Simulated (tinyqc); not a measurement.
Worked calculation: free-carrier optics of a doped semiconductor (Drude model). Values are carried at full precision from step to step, so a last printed digit may differ when a step is redone from the rounded ones.

eps(E) = ei [1 - Ep^2/(E^2 + i E Gam)], with Ep^2 = 8 pi c (e^2/(4 pi eps0)) N/(m ei), c = hbar^2/2m0, N in 1/angstrom^3 (1e-24 per 1/cm^3); Gam = hbar/tau, tau = mu m m0/e with m0/e = 5.685630e-12 kg/C and mu in m^2/(V s). Energies in meV.

Constants: hbar^2/2m0 = 3.80998211 eV angstrom^2; e^2/(4 pi eps0) = 14.39964547 eV angstrom; hbar = 6.58211957e-16 eV s; hbar c = 1973.269805 eV angstrom.

Inputs chosen for the exercise (mass and dielectric values near those of Si; N and mu are free inputs; interband absorption and the rise of the mass with filling are left out; not measured data):
- N = 1.7e+18 1/cm^3 (carrier density)
- m = 0.262 m0 (conductivity mass)
- mu = 100 cm^2/(V s) (mobility)
- ei = 11.99 (high-frequency dielectric constant)
- E = 76.8 meV (photon energy)

## Plasma energy and damping

Evaluate Ep, tau, Gam, the plasma wavelength hc/Ep (hc = 1239.841984 eV nm) and the dc resistivity 1/(e N mu), e = 1.602176634e-19 C.

Ep = 27.32 meV
tau = 14.90 fs
Gam = 44.19 meV
plasma wavelength = 45.39 micrometre
rho = 0.0367 ohm cm

Ep/Gam = 0.62: the free-carrier part of eps1 has no zero; the plasma mode is heavily damped.

## Dielectric function at one energy

Insert the numbers.

free-carrier term = -1.1396+0.6557i
eps = 10.8504+0.6557i

## Optical constants

n + i k = sqrt(eps1 + i eps2) with k >= 0; R = ((n - 1)^2 + k^2)/((n + 1)^2 + k^2) at normal incidence from vacuum; alpha = 2 E k/(hbar c), times 1e8 for 1/cm; loss function Im(-1/eps) = eps2/(eps1^2 + eps2^2).

Convert eps at the photon energy E (in meV) into the optical constants.

n = 3.2955
k = 0.0995
R = 0.2860
alpha = 774 1/cm

Light of this energy penetrates 1/alpha = 12.9 micrometre.

## Checks

- Integral of E eps2 of the free-carrier term against (pi/2) ei Ep^2 (meV^2): both 14053.

(tinyqc, `OMP_NUM_THREADS=1 python tinyqc.py 1682442 1682443 out.jsonl`, Intel(R) Xeon(R) Processor @ 2.30GHz, 1 thread, shared host, about 0.01 s.)
